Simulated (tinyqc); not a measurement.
Inside a calculation. Model: undoped symmetric double-gate MOSFET, analytic potential model.

Numbers from tinyqc (`OMP_NUM_THREADS=1 python tinyqc.py 2440164 2440165 out.jsonl`; about 0.02 s on one thread of a shared Intel Xeon 2.30GHz). Printed values are rounded.

An undoped body of thickness ts between two equal insulators and tied gates; long channel, electrons only, n = ni exp((psi - V)/Vt) with V the quasi-Fermi potential (0 at the source, Vd at the drain), constant mobility, no quantisation. Across the body psi(x) = V - 2 Vt ln[(ts/(2 beta)) sqrt(q ni/(2 eps0 eps_r Vt)) cos(2 beta x/ts)], x from the centre. Q is the electron charge per area of the whole body.

Inputs (values chosen for the exercise); material values close to those of silicon: temperature T = 300 K; band gap Eg = 1.12 eV; relative permittivity of the semiconductor eps_r = 11.9; conduction-band density of states at T Nc = 2.83e19 cm^-3; valence-band density of states at T Nv = 2.66e19 cm^-3; relative permittivity of the gate insulator eox = 3.85; insulator thickness tox = 3.3 nm; body thickness ts = 15 nm; gate work function less that of the intrinsic body dphi = 0.22 V; channel mobility mu = 330 cm^2/(V s); gate length L = 1 um; gate voltage Vg = 1.2 V; drain voltage Vd = 0.8 V.

Constants: q = 1.602176634e-19 C, kB = 1.380649e-23 J/K, Vt = kB T/q, eps0 = 8.8541878128e-14 F/cm where lengths are in cm. Results are converted to the units shown.

Range of the model: The surface density at the source passes 0.3 Nc, where Boltzmann statistics fail.

## Constants of the body

ni = sqrt(Nc Nv) exp(-Eg/(2 Vt)), Eg in volts; r = eps_r tox/(eox ts); V0 = dphi + 2 Vt ln[(2/ts) sqrt(2 eps0 eps_r Vt/(q ni))].

ni = 1.07337e10 cm^-3
r = 0.68
V0 = 0.681368 V

## Iteration 1: beta at the source by Newton steps in z = ln(tan beta)

z at the start = 1

With V = 0, t = exp(z), beta = arctan(t): f = ln(beta) + (1/2) ln(1 + t^2) + 2 r beta t - (Vg - V0)/(2 Vt); with c = t/(1 + t^2), df/dz = c/beta + t c + 2 r t (c + beta); z(new) = z - f/(df/dz).

beta = 1.21828
f = -4.26606
df/dz = 6.84848
z after iteration 1 = 1.62292

## Iteration 2: beta at the source by Newton steps in z = ln(tan beta)

As before.

beta = 1.37598
f = 1.41405
df/dz = 11.8932
z after iteration 2 = 1.50403

## Course of the iteration: beta at the source by Newton steps in z = ln(tan beta)

Stop when z changes by less than 1e-11, or after 60 iterations.

Course of the iteration:
```
iteration,z,|change|
1,1.62292,0.623
2,1.50403,0.119
3,1.49714,6.89e-3
4,1.49712,2.14e-5
5,1.49712,2.07e-10
6,1.49712,< 1e-13
```

Converged in 6 iterations. At the end the number of correct digits about doubles with each step.

## Charges and drain current

beta_s = 1.35065
beta_d = 0.00433111

beta (between 0 and pi/2) solves (Vg - V0 - V)/(2 Vt) = ln(beta) - ln(cos beta) + 2 r beta tan(beta). Q = 8 eps0 eps_r Vt beta tan(beta)/ts; I = mu (1/L)(4 eps0 eps_r/ts)(2 Vt)^2 [g(beta_s) - g(beta_d)] per width, g = beta tan(beta) - beta^2/2 + r beta^2 tan^2(beta), with beta_s at V = 0 and beta_d at V = Vd.

Qs = 876.843 nC/cm^2
Qd = 0.00272514 nC/cm^2
g(beta_s) = 29.8965
g(beta_d) = 9.37960e-6
I = 74.1048 uA/um

The term r beta^2 tan^2(beta), which gives the square law, makes up 82.9 % of g at the source.

## Potential and electron density across the body at the source

```
point,x/ts
0,0
1,0.1
2,0.2
3,0.3
4,0.4
5,0.45
6,0.5
```

psi(x) as above with V = 0 and beta = beta_s; n = ni exp(psi/Vt).

```
point,psi (V),n (cm^-3)
0,0.476909,1.10274e18
1,0.478819,1.18729e18
2,0.484853,1.49944e18
3,0.496154,2.32146e18
4,0.515851,4.97359e18
5,0.531517,9.11675e18
6,0.555580,2.31246e19
```

The density at the surface is 21.0 times that at the centre (1/cos^2 beta). It reaches 0.82 Nc, where Boltzmann statistics overestimate it.
